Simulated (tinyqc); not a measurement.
Precursor delivery and alloy composition in metal-organic vapour-phase epitaxy: one step, computed by the program tinyqc.

Carrier gas leaves each bubbler saturated. Group-III species cross a boundary layer and react at the surface; element 2 can also desorb. The film is (1)_(1-x) (2)_x V with a zinc-blende cell.

Problem. Transport to the surface. Partial pressure p_i = p F_i/(44615 x total flow in slm); density n_i = p_i/(k_B T), 1 torr = 133.322 Pa; D = D0 (T/273.15)^1.75 (760/p), h = D/delta, the same for both; k_s = prefactor x exp(-energy/(k_B T)); arrival J_i = n_i/(1/h + 1/k_s); in layers per second g_i = J_i a^2/2 (two group-III sites per a^2 on (001)). Temperatures in kelvin are T(C) + 273.15.

Inputs (values chosen for the exercise, close to those used for InGaP from TEGa and TMIn):
```
quantity                                   value      unit
source 1: bath temperature                    23         C
source 2: bath temperature                    29         C
total flow                                   8.9       slm
reactor pressure p                            75      torr
diffusivity D0 at 273.15 K and 760 torr     0.34    cm^2/s
boundary layer delta                         1.5        cm
prefactor of the surface rate k_s        1.7e+13      cm/s
energy of k_s                               1.91        eV
lattice constant a                          5.65  angstrom
growth temperature T                         640         C
```

molar flows (micromol/min): F1 10.22690, F2 142.0264

Constants: k_B = 1.380649e-23 J/K; k_B = 8.617333262e-05 eV/K.

Give: densities; h; k_s; arrival rates.

Solution.

densities (1/cm^3): n1 2.0427e+13, n2 2.8368e+14

h = 18.984 cm/s

k_s = 488.59 cm/s

arrival rates (layers/s): g1 0.59581, g2 8.2744

Growth is transport-limited. Caution: so low a V/III ratio risks group-III droplets and carbon uptake.
